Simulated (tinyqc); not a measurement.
Inside a calculation. Method: G0W0 on RHF in the sto-3g basis, for H2, spin multiplicity 1. One step of it, computed by the program tinyqc.

Problem. G0W0 on Hartree-Fock: LUMO. W(p,q,m) = sqrt2 sum_ia (pq|ia) (X+Y)_ia,m; Sigma_c(x) = sum_(i,m) W^2/(x - e_i + w_m) + sum_(a,m) W^2/(x - e_a - w_m); solve x = e_p + Sigma_c(x) by Newton steps; Z = 1/(1 - dSigma/dx); 1 hartree = 27.211386 eV.

orbital energies (hartree): MO1 -0.579798, MO2 0.674253

Two-electron integrals over orbitals (pq|rs), unique and non-zero (hartree):
```
(11|11) 0.675328   (21|21) 0.181043   (22|11) 0.664233   (22|22) 0.698205
```

excitation energies w (hartree): 1.575052

X + Y:
```
            1
1>2  0.892298
```

Give: The 12 largest terms at x = e_p; Newton steps; quasiparticle energy of the LUMO; Hartree-Fock value.

Solution.

The 12 largest terms at x = e_p (hartree; W for the signs of X + Y given):

| q | m | W | term |
|---|---|---|---|
| 1 | 1 | 0.2285 | 0.0184 |

Newton steps (hartree):

| step | x | Sigma_c(x) | Z |
|---|---|---|---|
| 0 | 0.6743 | 0.0184 | 0.9935 |
| 1 | 0.6926 | 0.0183 | 0.9936 |
| 2 | 0.6926 | 0.0183 | 0.9936 |

quasiparticle energy of the LUMO = 18.8461 eV

Hartree-Fock value = 18.3474 eV
